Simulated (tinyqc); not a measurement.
# Charge centroid from charge and shift

Inverse problem. A sheet of N electrons in the storage layer of a charge-trap cell shifts the threshold by U = (q/eps0) N (tb/eb + xc tn/en). Find xc and the distance xc tn from the blocking layer.

Values chosen for this exercise:
- tn = 8.7 nm (storage layer)
- en = 7.5 (its relative permittivity)
- tb = 10.9 nm (blocking layer)
- eb = 9 (its relative permittivity)

Constants: q = 1.602176634e-19 C, eps0 = 8.8541878128e-14 F/cm where lengths are in cm. Results are converted to the units shown.

N = 5.6e12 cm^-2
U = 1.7209448 V

Solution. U eps0/(q N) is the electrical distance from the gate; subtract that of the blocking layer.

xc = 0.420
distance = 3.65 nm

Program tinyqc, `OMP_NUM_THREADS=1 python tinyqc.py 2130022 2130023 out.jsonl`; Intel Xeon 2.30GHz, shared host, one thread, about 0.03 s.
